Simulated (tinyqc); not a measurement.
Internal photoemission over an interface barrier: two steps of the calculation.

Electrons are excited from the valence band of a semiconductor over the barrier Phi(F) = P0 - sqrt(q F/(4 pi eps0 ei)), whose top lies at xm = sqrt(q/(16 pi eps0 ei F)). The yield is Y = A (hv - Phi)^p exp(-xm/l), with A = 1 here.

Values chosen for this exercise; dielectric values close to those of zirconium oxide: barrier at zero field P0 = 2.56 eV; image-force permittivity ei = 4.69; scattering length in the image well l = 1.7 nm; field in the dielectric F = 0.7 MV/cm.

Constants: q = 1.602176634e-19 C, h = 6.62607015e-34 J s, c = 299792458 m/s, eps0 = 8.8541878128e-14 F/cm where lengths are in cm. Results are converted to the units shown.

Question 1. Barrier in the field. Lowering P0 - Phi, barrier, position of its top, scattering factor and threshold wavelength.

Find: lowering; Phi; xm; exp(-xm/l); threshold wavelength h c/(q Phi).

Answer 1.

lowering = 146.6 meV
Phi = 2.413 eV
xm = 1.047 nm
exp(-xm/l) = 0.5401
threshold wavelength h c/(q Phi) = 513.7 nm

Question 2. Threshold from a spectrum. The yields were made at this field with a scatter of 2 %. Fit Y^(1/n) on hv by least squares for n = 2 and n = 3; the zero of the line is the threshold.

hv, point 0 to 5 (eV): [2.56, 2.69, 2.82, 2.95, 3.08, 3.21]
Y, point 0 to 5: [0.001736, 0.01184, 0.03725, 0.08193, 0.1583, 0.277]

Find: Y^(1/2); Y^(1/3); threshold for n = 2; threshold for n = 3.

Answer 2.

Y^(1/2), point 0 to 5: [0.041665, 0.10881, 0.19300, 0.28623, 0.39787, 0.52631]
Y^(1/3), point 0 to 5: [0.12018, 0.22792, 0.33397, 0.43432, 0.54095, 0.65187]
threshold for n = 2 = 2.5367 eV
threshold for n = 3 = 2.4114 eV

Program tinyqc, `OMP_NUM_THREADS=1 python tinyqc.py 2410138 2410139 out.jsonl`; Intel Xeon 2.30GHz, shared host, one thread, about 0.01 s.
